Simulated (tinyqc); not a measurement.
Thickness and doping from the maximum and minimum capacitance.

Problem. A MOS capacitor has Cmax = Cox = eps0 eox/tox and 1/Cmin = 1/Cox + Wm/(eps0 eps_r), with Wm = sqrt(4 eps0 eps_r Vt ln(N/ni)/(q N)) and N well above ni. Find tox, Wm and N.

Values chosen for this exercise; band and dielectric values close to those of silicon: temperature T = 450 K; relative permittivity eps_r = 11.5; relative permittivity of the gate insulator (close to silicon dioxide) eox = 3.9.

Constants: q = 1.602176634e-19 C, kB = 1.380649e-23 J/K, Vt = kB T/q, eps0 = 8.8541878128e-14 F/cm where lengths are in cm. Results are converted to the units shown.

Cmax = 1.5696060 uF/cm^2
Cmin = 0.43132938 uF/cm^2
ni = 2.0839183e13 cm^-3

Solution. Cmax gives tox and the series difference Wm. N follows by iterating N = 4 eps0 eps_r Vt ln(N/ni)/(q Wm^2); ln(N/ni)/N falls steadily for N > e ni, so there is one root in that range.

tox = 2.20 nm
Wm = 17.1 nm
N = 4.10e18 cm^-3

Program tinyqc, `OMP_NUM_THREADS=1 python tinyqc.py 2060068 2060069 out.jsonl`; Intel Xeon 2.30GHz, shared host, one thread, about 0.01 s.
